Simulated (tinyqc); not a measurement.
Gaussian against the exact two-step profile: two-step dopant diffusion (predeposition and drive-in) with a constant diffusivity. Computed by tinyqc, a small Python program. Command: `OMP_NUM_THREADS=1 python tinyqc.py 3029720 3029721 out.jsonl dopdiff walk`. One thread of a shared host (Intel(R) Xeon(R) Processor @ 2.30GHz), about 0.06 s of CPU time with the checks.

Fick diffusion into a half space x > 0 whose background doping C_B is of the opposite type, so that a junction lies where C = C_B.

Inputs (values chosen for the exercise, modelled on boron in silicon): prefactor D0 = 0.976 cm^2/s; activation energy E = 3.51 eV; surface concentration C_s = 2.6e+19 1/cm^3; background doping C_B = 2.3e+14 1/cm^3; predeposition temperature T1 = 1025 C; predeposition time t1 = 5 min; drive-in temperature T2 = 1125 C; drive-in time t2 = 90 min.

Furnace ramps of the drive-in: none.

Constants: k_B = 8.617333262e-05 eV/K.

Method:
- D = D0 exp(-E/(k_B T)).
- Temperatures in kelvin are T(C) + 273.15.
- Times in seconds are 60 times the minutes.
- (Dt)2 = D2 t2, t2 in seconds.
- C = C_s erfc(x/(2 sqrt(D1 t1))); dose Q = 2 C_s sqrt(D1 t1/pi); the junction solves erfc(z) = C_B/C_s with x_j = 2 z sqrt(D1 t1).
- With a sealed surface and a thin source, C = Q/sqrt(pi (Dt)2) exp(-x^2/(4 (Dt)2)); x_j = 2 sqrt((Dt)2 ln(C(0)/C_B)); gradient at the junction |dC/dx| = C_B x_j/(2 (Dt)2).
- Exact two-step profile: C = (2 C_s/pi) int_0^alpha exp(-beta (1 + u^2))/(1 + u^2) du with alpha = sqrt(D1 t1/(Dt)2), beta = x^2/(4 (D1 t1 + (Dt)2)).
- The integral takes 48 Gauss-Legendre points; solve C(x) = C_B.
- Gaussian: C = Q/sqrt(pi (Dt)2) exp(-x^2/(4 (Dt)2)).
- Depths are fractions of the Gaussian x_j.

surface concentration C(0) (Gaussian) = 1.27029e+18 1/cm^3

junction depth x_j = 2.01159 um

drive-in budget (Dt)2 = 1.17403e-09 cm^2

product D1 t1 = 6.91477e-12 cm^2

exact junction depth = 2.01532 um

Profiles:
```
x/x_j  x (um)  Gaussian (1/cm^3)  exact (1/cm^3)   ratio
0.0    0.0000         1.2703e+18      1.2678e+18  1.0020
0.2    0.4023         8.9994e+17      8.9939e+17  1.0006
0.4    0.8046         3.2000e+17      3.2110e+17  0.9966
0.6    1.2070         5.7111e+16      5.7695e+16  0.9899
0.8    1.6093         5.1158e+15      5.2172e+15  0.9806
1.0    2.0116         2.3000e+14      2.3744e+14  0.9687
1.2    2.4139         5.1900e+12      5.4384e+12  0.9543
```

What follows from these numbers?

With D1 t1/(Dt)2 = 0.0059, the Gaussian is 0.20 % high at the surface and 3.1 % low at its own junction; the exact junction lies at 2.015 um, 0.19 % deeper. The dose is the same, but the real source already has a width, which is negligible here. Caution: C_s exceeds the intrinsic carrier density of silicon at the predeposition temperature (2e18 to 1e19 per cm^3), where real diffusivities rise with concentration and profiles turn box-like.
